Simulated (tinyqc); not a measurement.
Worked calculation: CIS on RHF in the sto-3g basis, frozen core, for BeH2, spin multiplicity 1. One step of it, computed by the program tinyqc.

Task: Integrals over molecular orbitals. (pq|rs) = sum C_ip C_jq C_kr C_ls (ij|kl), one index at a time.

coefficients C:
```
               MO1        MO2        MO3        MO4       MO5        MO6        MO7
1Be 1s    0.991753  -0.224560   0.000000   0.001981  0.000000  -0.218022   0.000000
1Be 2s    0.031758   0.556225   0.000000  -0.009001  0.000000   1.234420   0.000000
1Be 2px   0.000000   0.000000   0.000000   0.000000  1.000000   0.000000   0.000000
1Be 2py   0.000000   0.000000   0.503538   0.000000  0.000000   0.000000   1.460224
1Be 2pz  -0.000003   0.001083   0.000000   0.999960  0.000000   0.009887   0.000000
2H 1s    -0.002769   0.394485   0.404587   0.003732  0.000000  -0.823217  -1.036593
3H 1s    -0.002769   0.394485  -0.404587   0.003732  0.000000  -0.823217   1.036593
```

core Hamiltonian H = T + V (hartree), lower triangle:
```
            1Be 1s     1Be 2s    1Be 2px    1Be 2py    1Be 2pz      2H 1s      3H 1s
1Be 1s   -8.663463
1Be 2s   -2.138923  -2.845096
1Be 2px   0.000000   0.000000  -2.298734
1Be 2py   0.000000   0.000000   0.000000  -2.534454
1Be 2pz  -0.000165  -0.001352   0.000000   0.000000  -2.298739
2H 1s    -0.593835  -1.312519   0.000000  -1.343722  -0.006228  -2.245164
3H 1s    -0.593835  -1.312519   0.000000   1.343722  -0.006228  -0.136846  -2.245164
```

Two-electron integrals (ij|kl) in chemists' order, unique and non-zero (hartree):
```
(11|11) 2.298831    (21|11) 0.392036    (21|21) 0.079539    (22|11) 0.570988
(22|21) 0.143041    (22|22) 0.417683    (31|31) 0.014607    (32|31) 0.021888
(32|32) 0.092265    (33|11) 0.569578    (33|21) 0.143083    (33|22) 0.417589
(33|33) 0.449859    (41|41) 0.014607    (42|41) 0.021888    (42|42) 0.092265
(43|43) 0.024249    (44|11) 0.569578    (44|21) 0.143083    (44|22) 0.417589
(44|33) 0.401360    (44|44) 0.449859    (51|51) 0.014607    (52|51) 0.021888
(52|52) 0.092265    (53|53) 0.024249    (54|54) 0.024249    (55|11) 0.569578
(55|21) 0.143083    (55|22) 0.417589    (55|33) 0.401360    (55|44) 0.401360
(55|55) 0.449859    (61|11) 0.106538    (61|21) 0.021592    (61|22) 0.039092
(61|33) 0.038805    (61|41) 0.001944    (61|42) 0.003622    (61|44) 0.039687
(61|51) 0.000009    (61|52) 0.000016    (61|54) 3.98e-06    (61|55) 0.038805
(61|61) 0.006157    (62|11) 0.229829    (62|21) 0.058264    (62|22) 0.181892
(62|33) 0.175346    (62|41) 0.007669    (62|42) 0.044596    (62|44) 0.194821
(62|51) 0.000035    (62|52) 0.000201    (62|54) 0.000088    (62|55) 0.175346
(62|61) 0.017467    (62|62) 0.112499    (63|31) 0.005701    (63|32) 0.025755
(63|43) 0.007991    (63|53) 0.000036    (63|63) 0.011191    (64|11) 0.236754
(64|21) 0.060813    (64|22) 0.199264    (64|33) 0.187491    (64|41) 0.012597
(64|42) 0.069885    (64|44) 0.222603    (64|51) 0.000031    (64|52) 0.000199
(64|54) 0.000122    (64|55) 0.187491    (64|61) 0.019178    (64|62) 0.140950
(64|64) 0.183740    (65|11) 0.001069    (65|21) 0.000275    (65|22) 0.000900
(65|33) 0.000846    (65|41) 0.000031    (65|42) 0.000199    (65|44) 0.000933
(65|51) 0.005701    (65|52) 0.025756    (65|54) 0.007992    (65|55) 0.000919
(65|61) 0.000087    (65|62) 0.000636    (65|64) 0.000779    (65|65) 0.011194
(66|11) 0.394269    (66|21) 0.101830    (66|22) 0.353581    (66|33) 0.327925
(66|41) 0.016734    (66|42) 0.121747    (66|44) 0.404601    (66|51) 0.000076
(66|52) 0.000550    (66|54) 0.000346    (66|55) 0.327926    (66|61) 0.031550
(66|62) 0.270894    (66|64) 0.362168    (66|65) 0.001635    (66|66) 0.774606
(71|11) 0.106538    (71|21) 0.021592    (71|22) 0.039092    (71|33) 0.038805
(71|41) -0.001944   (71|42) -0.003622   (71|44) 0.039687    (71|51) 0.000009
(71|52) 0.000016    (71|54) -3.98e-06   (71|55) 0.038805    (71|61) 0.005607
(71|62) 0.014732    (71|64) 0.014726    (71|65) 0.000073    (71|66) 0.025293
(71|71) 0.006157    (72|11) 0.229829    (72|21) 0.058264    (72|22) 0.181892
(72|33) 0.175346    (72|41) -0.007669   (72|42) -0.044596   (72|44) 0.194821
(72|51) 0.000035    (72|52) 0.000201    (72|54) -0.000088   (72|55) 0.175346
(72|61) 0.014732    (72|62) 0.061767    (72|64) 0.060875    (72|65) 0.000344
(72|66) 0.110876    (72|71) 0.017467    (72|72) 0.112499    (73|31) 0.005701
(73|32) 0.025755    (73|43) -0.007991   (73|53) 0.000036    (73|63) 0.005040
(73|73) 0.011191    (74|11) -0.236754   (74|21) -0.060813   (74|22) -0.199264
(74|33) -0.187491   (74|41) 0.012597    (74|42) 0.069885    (74|44) -0.222603
(74|51) -0.000031   (74|52) -0.000199   (74|54) 0.000122    (74|55) -0.187491
(74|61) -0.014726   (74|62) -0.060875   (74|64) -0.056910   (74|65) -0.000333
(74|66) -0.106800   (74|71) -0.019178   (74|72) -0.140950   (74|74) 0.183740
(75|11) 0.001069    (75|21) 0.000275    (75|22) 0.000900    (75|33) 0.000846
(75|41) -0.000031   (75|42) -0.000199   (75|44) 0.000933    (75|51) 0.005701
(75|52) 0.025756    (75|54) -0.007992   (75|55) 0.000919    (75|61) 0.000073
(75|62) 0.000344    (75|64) 0.000333    (75|65) 0.005042    (75|66) 0.000634
(75|71) 0.000087    (75|72) 0.000636    (75|74) -0.000779   (75|75) 0.011194
(76|11) 0.023281    (76|21) 0.005751    (76|22) 0.016131    (76|33) 0.015868
(76|44) 0.016648    (76|51) 0.000007    (76|52) 0.000031    (76|55) 0.015868
(76|61) 0.001579    (76|62) 0.007212    (76|64) 0.008033    (76|65) 0.000044
(76|66) 0.014414    (76|71) 0.001579    (76|72) 0.007212    (76|74) -0.008033
(76|75) 0.000044    (76|76) 0.000635    (77|11) 0.394269    (77|21) 0.101830
(77|22) 0.353581    (77|33) 0.327925    (77|41) -0.016734   (77|42) -0.121747
(77|44) 0.404601    (77|51) 0.000076    (77|52) 0.000550    (77|54) -0.000346
(77|55) 0.327926    (77|61) 0.025293    (77|62) 0.110876    (77|64) 0.106800
(77|65) 0.000634    (77|66) 0.199039    (77|71) 0.031550    (77|72) 0.270894
(77|74) -0.362168   (77|75) 0.001635    (77|76) 0.014414    (77|77) 0.774606
```

Give: one-electron integrals over orbitals h = C^T H C; Two-electron integrals over orbitals.

Result:

one-electron integrals over orbitals h = C^T H C (hartree), lower triangle:
```
        1       2       3       4       5       6       7
1  -8.652
2   0.225  -2.466
3   0.000   0.000  -2.428
4  -0.002   0.000   0.000  -2.299
5   0.000   0.000   0.000   0.000  -2.299
6   0.194  -0.172   0.000  -0.002   0.000  -1.916
7   0.000   0.000  -0.280   0.000   0.000   0.000  -1.799
```

Two-electron integrals over orbitals (pq|rs), unique and non-zero (hartree); the lowest 1 orbital is frozen and left out:
```
(22|22) 0.399       (32|32) 0.164       (33|22) 0.412       (33|33) 0.435
(42|22) 4.70e-04    (42|33) 4.48e-04    (42|42) 0.049       (43|32) 4.88e-04
(43|43) 0.015       (44|22) 0.369       (44|33) 0.357       (44|42) -1.05e-03
(44|44) 0.450       (52|52) 0.049       (53|53) 0.015       (54|52) -3.74e-04
(54|54) 0.024       (55|22) 0.369       (55|33) 0.357       (55|42) -3.04e-04
(55|44) 0.401       (55|55) 0.450       (62|22) -0.025      (62|33) -0.048
(62|42) -1.10e-04   (62|44) 0.052       (62|55) 0.052       (62|62) 0.078
(63|32) -0.095      (63|43) -3.99e-04   (63|63) 0.083       (64|22) 1.86e-04
(64|33) -8.58e-05   (64|42) 0.047       (64|44) -2.95e-04   (64|55) 2.31e-04
(64|62) 8.46e-04    (64|64) 0.051       (65|52) 0.047       (65|54) -2.63e-04
(65|65) 0.051       (66|22) 0.397       (66|33) 0.408       (66|42) 1.10e-03
(66|44) 0.367       (66|55) 0.367       (66|62) -0.035      (66|64) 7.29e-04
(66|66) 0.412       (72|32) -0.044      (72|43) -4.75e-04   (72|63) 0.061
(72|72) 0.057       (73|22) -0.006      (73|33) -0.021      (73|42) -6.88e-04
(73|44) 0.059       (73|55) 0.059       (73|62) 0.073       (73|64) 2.85e-04
(73|66) -0.026      (73|73) 0.082       (74|32) -1.17e-03   (74|43) 0.014
(74|63) 6.90e-04    (74|72) 1.75e-04    (74|74) 0.017       (75|53) 0.014
(75|75) 0.017       (76|32) 0.143       (76|43) 5.58e-04    (76|63) -0.095
(76|72) -0.056      (76|74) -1.02e-03   (76|76) 0.141       (77|22) 0.428
(77|33) 0.447       (77|42) 9.01e-05    (77|44) 0.391       (77|55) 0.391
(77|62) -0.037      (77|64) -3.13e-04   (77|66) 0.436       (77|73) -0.011
(77|77) 0.489
```
